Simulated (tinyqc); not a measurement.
Single-oscillator infrared dielectric function of a polar cubic crystal: one step, computed by the program tinyqc. Command: `OMP_NUM_THREADS=1 python tinyqc.py 3026173 3026174 out.jsonl infrared walk`. One thread of a shared host (Intel(R) Xeon(R) Processor @ 2.30GHz), about 0.01 s of CPU time with the checks.

One ion pair, charges +Z* and -Z*, in a cell of volume Omega = a^3/4. Frequencies omega are given as wavenumbers (1/cm); eps_s is the static dielectric constant.

Question. Surface and particle modes. Without damping, eps(omega) = -x eps_m gives omega^2 = omega_TO^2 (eps_s + x eps_m)/(eps_inf + x eps_m): x = 1 for a flat surface at large wave vector, x = 2 for the dipole mode of a small sphere. The reflectivity R for light from vacuum (not from the medium eps_m) vanishes where eps = 1, omega^2 = omega_TO^2 (eps_s - 1)/(eps_inf - 1).

Inputs (values chosen for the exercise, modelled on magnesium oxide): omega_TO = 401 1/cm; eps_inf = 2.87; eps_m of the surrounding medium = 2.1.

Structure: rock salt. Free carriers: absent.

eps_s = 9.335106

Give: surface mode; sphere mode; zero of R.

Answer.

surface mode = 608.26 1/cm

sphere mode = 554.84 1/cm

zero of R = 846.60 1/cm
